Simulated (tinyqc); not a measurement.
Tight binding, kagome lattice, step by step. One step of it, computed by the program tinyqc.

Problem. Bloch Hamiltonian at K. H_AB = -t1 - t2 exp(-i k.a1), H_AC = -t1 - t2 exp(-i k.a2), H_BC = -t1 - t2 exp(i k.(a1 - a2)), H_CC = delta.

Parameters chosen for this model:
```
parameter,value,unit
t1,1.590000,"eV, up triangles"
t2,1.590000,"eV, down triangles"
delta,0,eV on site C
```

k point K (fractions of the reciprocal vectors): 0.333333  0.666667

Give: H(k) at K.

Solution.

H(k) at K (eV), lower triangle (Hermitian):
```
,A,B,C
A,0.0000
B,-0.7950-1.3770i,0.0000
C,-0.7950+1.3770i,-0.7950-1.3770i,0.0000
```
